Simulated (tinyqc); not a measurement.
Worked calculation: special k points of the simple cubic lattice. Values are carried at full precision from step to step, so a last printed digit may differ when a step is redone from the rounded ones.

Lattice vectors in units of a: a1 = (1, 0, 0), a2 = (0, 1, 0), a3 = (0, 0, 1); reciprocal vectors b_i with a_i . b_j = 2 pi delta_ij. Mesh: k = sum_i f_i b_i with f_i = (2 j_i + shift)/(2 N), j_i = 0 .. N-1. The point group of the lattice has 48 operations; only those that map the mesh onto itself are used.

Values chosen for the exercise:
- N = 2 (points along each reciprocal vector)
- shift = 0 (half steps)
- D = 1.49 eV (half gap term)
- t = 0.34 eV (coupling)
- e0 = 0.84 eV (offset)

## Irreducible points and weights

Join points that an operation carries into one another (modulo reciprocal vectors); list each class by its first point in the order of (j1, j2, ...).

Irreducible points:
```
f1          f2      f3  weight
0.0000  0.0000  0.0000       1
0.0000  0.0000  0.5000       3
0.0000  0.5000  0.5000       3
0.5000  0.5000  0.5000       1
```

operations that keep the mesh = 48
irreducible points = 4

The weights add up to 8 = N^3; symmetry saves a factor 2.0.

## Which stars the mesh integrates

A_m(k) = sum over the m-th star of lattice vectors R of cos(k . R), stars in order of length: m = 1: |R|^2 = 1, 6 vectors, such as (1, 0, 0) in the basis a_i; m = 2: |R|^2 = 2, 12 vectors, such as (1, 1, 0) in the basis a_i; m = 3: |R|^2 = 3, 8 vectors, such as (1, 1, 1) in the basis a_i; m = 4: |R|^2 = 4, 6 vectors, such as (2, 0, 0) in the basis a_i; m = 5: |R|^2 = 5, 24 vectors, such as (2, 1, 0) in the basis a_i; m = 6: |R|^2 = 6, 24 vectors, such as (2, 1, 1) in the basis a_i. The zone mean of every A_m is zero.

Lattice vectors in units of a: a1 = (1, 0, 0), a2 = (0, 1, 0), a3 = (0, 0, 1); f are fractions of the reciprocal vectors. Evaluate the first six A_m at each irreducible point (k . R = 2 pi sum f_i n_i) and form the weighted means.

A_m at the points:
```
      m=1     m=2     m=3    m=4      m=5     m=6
1   6.000  12.000   8.000  6.000   24.000  24.000
2   2.000  -4.000  -8.000  6.000    8.000  -8.000
3  -2.000  -4.000   8.000  6.000   -8.000  -8.000
4  -6.000  12.000  -8.000  6.000  -24.000  24.000
```

weighted means: m=1 0.000, m=2 0.000, m=3 0.000, m=4 6.000, m=5 0.000, m=6 0.000

The first star with a non-zero mean is m = 4 (|R|^2 = 4, mean +6.000): it holds vectors of the N-fold supercell, which the mesh cannot tell from R = 0.

## A zone average from the irreducible points

Test function, the lower band of a two-band insulator: E(k) = -sqrt(D^2 + (e0 - t A_1(k))^2).

Lattice vectors in units of a: a1 = (1, 0, 0), a2 = (0, 1, 0), a3 = (0, 0, 1). Evaluate E at each point and take the weighted mean; the reference uses the unshifted mesh with N = 24.

E at the points (eV): -1.9131  -1.4986  -2.1285  -3.2426

weighted mean = -2.0046 eV
reference mean = -1.8626 eV

The error is -141.97 meV with 4 points.

## Checks

- Weighted mean over irreducible points against the plain mean over the whole mesh (eV): both -2.004617.
- Reference mean against a mesh of N = 30 (eV): both -1.8626.

Program tinyqc; command `OMP_NUM_THREADS=1 python tinyqc.py 1682395 1682396 out.jsonl`; about 0.1 s on one thread of a shared Intel(R) Xeon(R) Processor @ 2.30GHz.
